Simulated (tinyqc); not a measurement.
Three ways to interpolate a mass: alloy A(1-x)B(x) by interpolation with bowing.

Each gap follows E(x) = (1 - x) E_A + x E_B - C x (1 - x); the lattice constant follows Vegard, a(x) = (1 - x) a_A + x a_B.

Mass at Gamma from the Kane formula 1/m = F + Ep (Eg + 2 Dso/3)/(Eg (Eg + Dso)). F is fixed by the masses of A and B and interpolated linearly, as is Ep; Eg and Dso carry their bowing.

Values chosen for the exercise (A near InSb, B near InAs; the results hold for these values, not for the real material): Eg = (0.236, 0.421) eV (gap at Gamma to the s-like level of A, B); Dso = (0.812, 0.395) eV (spin-orbit splitting of A, B); Ep = (23, 21.4) eV (Kane energy of A, B); me = (0.0136, 0.0257) m0 (electron mass at Gamma of A, B); C = (0.678, 0.655, 0.674) eV (bowing of the Gamma, X and L gaps); Cs = 1.37 eV (bowing of Dso).

Linear in m, linear in 1/m, and the Kane formula.

Masses (m0):

| x | Eg (eV) | linear in m | linear in 1/m | Kane | Kane m/Eg (1/eV) |
|---|---|---|---|---|---|
| 0.000 | 0.236 | 0.0136 | 0.0136 | 0.0136 | 0.0576 |
| 0.125 | 0.185 | 0.0151 | 0.0145 | 0.0108 | 0.0585 |
| 0.250 | 0.155 | 0.0166 | 0.0154 | 0.0091 | 0.0588 |
| 0.375 | 0.146 | 0.0181 | 0.0165 | 0.0086 | 0.0584 |
| 0.500 | 0.159 | 0.0197 | 0.0178 | 0.0091 | 0.0575 |
| 0.625 | 0.193 | 0.0212 | 0.0193 | 0.0109 | 0.0567 |
| 0.750 | 0.248 | 0.0227 | 0.0210 | 0.0141 | 0.0568 |
| 0.875 | 0.324 | 0.0242 | 0.0231 | 0.0189 | 0.0583 |
| 1.000 | 0.421 | 0.0257 | 0.0257 | 0.0257 | 0.0610 |

What can be read from this table?

At x = 0.5 the three give 0.0197, 0.0178 and 0.0091; judged by the largest distance, the Kane value is closer to the interpolation in 1/m (largest distances 0.0105 m0 from the rule in m, 0.0087 m0 from the rule in 1/m), and it dips below both end values, following the bowed gap, which neither rule can do. The ratio m/Eg varies by a factor of 1.08 while the gap varies by 2.87; a constant ratio is the two-band rule m = Eg/Ep at fixed Ep.

(tinyqc, `OMP_NUM_THREADS=1 python tinyqc.py 1050806 1050807 out.jsonl`, Intel(R) Xeon(R) Processor @ 2.30GHz, 1 thread, shared host, about 0.01 s.)
